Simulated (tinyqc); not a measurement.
Which stress helps holes along [110]: six-band Luttinger-Kohn model with strain.

Six-band Luttinger-Kohn model in the basis |3/2,3/2>, |3/2,1/2>, |3/2,-1/2>, |3/2,-3/2>, |1/2,1/2>, |1/2,-1/2>, electron energies, zero at the top of the unstrained valence band. H = -[rows: (P+Q, -S, R, 0, -S/r2, r2 R); (-S*, P-Q, 0, R, -r2 Q, r32 S); (R*, 0, P-Q, S, r32 S*, r2 Q); (0, R*, S*, P+Q, -r2 R*, -S*/r2); (-S*/r2, -r2 Q, r32 S, -r2 R, P+Dso, 0); (r2 R*, r32 S*, r2 Q, -S/r2, 0, P+Dso)], r2 = sqrt(2), r32 = sqrt(3/2). Levels are twofold.

P = c g1 k^2 - av tr(e); Q = c g2 (kx^2 + ky^2 - 2 kz^2) - (b/2)(exx + eyy - 2 ezz); R = c sqrt3 [-g2 (kx^2 - ky^2) + 2i g3 kx ky] + (sqrt3/2) b (exx - eyy) - i d exy; S = 2 c sqrt3 g3 (kx - i ky) kz - d (exz - i eyz); c = hbar^2/2m0, e the strain tensor (not engineering shear).

s11 = (C11 + C12)/((C11 - C12)(C11 + 2 C12)), s12 = -C12/((C11 - C12)(C11 + 2 C12)), s44 = 1/C44; exx = s11 sxx + s12 (syy + szz) and cyclic, exy = s44 sxy/2; tension is positive. A uniaxial stress X along the unit vector n is s_ij = X n_i n_j.

Constants: hbar^2/2m0 = 3.80998211 eV angstrom^2.

Inputs chosen for the exercise (near those of Ge; shifted at random, so the results belong to these values and not to a real crystal): Dso = 0.291 eV (spin-orbit splitting); g1 = 13.38 (Luttinger gamma1); g2 = 4.23 (gamma2); g3 = 5.69 (gamma3); av = 1.24 eV (valence hydrostatic potential); b = -2.57 eV (tetragonal shear potential); d = -5.31 eV (trigonal shear potential); C11 = 129.2 GPa; C12 = 48.5 GPa; C44 = 67.1 GPa; X1 = 1.3 GPa (size of the stress).

Each load has size X1 (biaxial: sxx = syy); masses are curvatures of the top pair at k = 0.

Results:
```
load                         splitting (meV)  top edge (meV)  m [110]  m [001]
uniaxial [110], compression             71.9            32.2    0.036    0.143
uniaxial [110], tension                 58.7            40.5    0.309    0.051
uniaxial [100], compression             92.8            44.3    0.061    0.137
uniaxial [100], tension                 69.7            48.5    0.089    0.057
uniaxial [111], compression             64.8            28.0    0.048    0.075
uniaxial [111], tension                 52.8            36.8    0.130    0.075
biaxial (001), compression              69.7            27.1    0.057    0.203
biaxial (001), tension                  92.8            65.7    0.137    0.039
```

How do the results move, and what explains it?

The lightest mass along [110] (0.036) comes with uniaxial [110], compression. The largest splitting (92.8 meV) comes with uniaxial [100], compression; biaxial (001), tension. The heaviest mass along [001] (0.203), which lowers the confinement energy in a (001) channel, comes with biaxial (001), compression. The splitting per GPa follows b (s11 - s12) for loads along cube axes and d s44 for [111]: here 2 |b| (s11 - s12) = 63.7 and |d| s44/sqrt3 = 45.7 meV per GPa in the limit of large Dso; where the splitting nears Dso, mixing with the split-off band makes it depend on the sign of the load.

tinyqc: `OMP_NUM_THREADS=1 python tinyqc.py 1081059 1081060 out.jsonl`; about 0.03 s, one thread, shared Intel(R) Xeon(R) Processor @ 2.30GHz.
